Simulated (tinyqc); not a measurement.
Standing waves and exposure in a photoresist film: one step. Round trip and reflectance. Four cases, with inputs chosen for the exercise.

Task: Form p^2, the denominator and R; the period of the standing wave is lam/(2 n1).

Normal incidence from air. Unexposed resist: N1 = n1 + i k1 with k1 = (A + B) lam/(4 pi), lam in micrometres. r01 = (1 - N1)/(1 + N1), t01 = 2/(1 + N1). Substrate Ns = ns + i ks: r12 = (N1 - Ns)/(N1 + Ns). With p = exp(2 pi i N1 d/lam), the field at depth z is E(z) = t01 [exp(2 pi i N1 z/lam) + r12 p^2 exp(-2 pi i N1 z/lam)]/(1 + r01 r12 p^2), the relative intensity I(z) = n1 |E(z)|^2 and the reflectance R = |(r01 + r12 p^2)/(1 + r01 r12 p^2)|^2.

Give: p^2; 1 + r01 r12 p^2; R; period.

Case 1.

Values chosen (out of a larger set: a resist on polySi, indices near tabulated ones; not measured data): d = 510 nm (resist thickness); lam = 248 nm (vacuum wavelength).

N1 = 1.7760000+0.0244717i
r01 = -0.279595-0.006351i
r12 = -0.382795-0.490257i

Result:

p^2 = -0.1785+0.5004i
1 + r01 r12 p^2 = 0.9116+0.0271i
R = 0.0161
period = 69.82 nm

The film holds 7.30 periods.

Case 2.

Values chosen (out of a larger set: a resist on Al, indices near tabulated ones; not measured data): d = 520 nm (resist thickness); lam = 248 nm (vacuum wavelength).

N1 = 1.7580000+0.0211167i
r01 = -0.274879-0.005552i
r12 = -0.428805-0.828695i

Result:

p^2 = -0.3983+0.4123i
1 + r01 r12 p^2 = 0.8600-0.0450i
R = 0.1055
period = 70.53 nm

The film holds 7.37 periods.

Case 3.

Values chosen (out of a larger set: a resist on polySi, indices near tabulated ones; not measured data): d = 1077 nm (resist thickness); lam = 365 nm (vacuum wavelength).

N1 = 1.7320000+0.0142324i
r01 = -0.267955-0.003814i
r12 = -0.546061-0.174855i

Result:

p^2 = 0.1063+0.5803i
1 + r01 r12 p^2 = 0.9871+0.0897i
R = 0.1685
period = 105.37 nm

The film holds 10.22 periods.

Case 4.

Values chosen (out of a larger set: a resist on Si, indices near tabulated ones; not measured data): d = 92 nm (resist thickness); lam = 193 nm (vacuum wavelength).

N1 = 1.6760000+0.0081400i
r01 = -0.252623-0.002273i
r12 = -0.404726-0.647422i

Result:

p^2 = -0.7780-0.5493i
1 + r01 r12 p^2 = 1.0119-0.1833i
R = 0.5767
period = 57.58 nm

The film holds 1.60 periods.

Computed by tinyqc, one run a case: `OMP_NUM_THREADS=1 python tinyqc.py N N+1 out.jsonl` with N = 1682164, 1682218, 1682277, 1682312; one thread of a shared Intel(R) Xeon(R) Processor @ 2.30GHz, about 0.01 s a run at most.
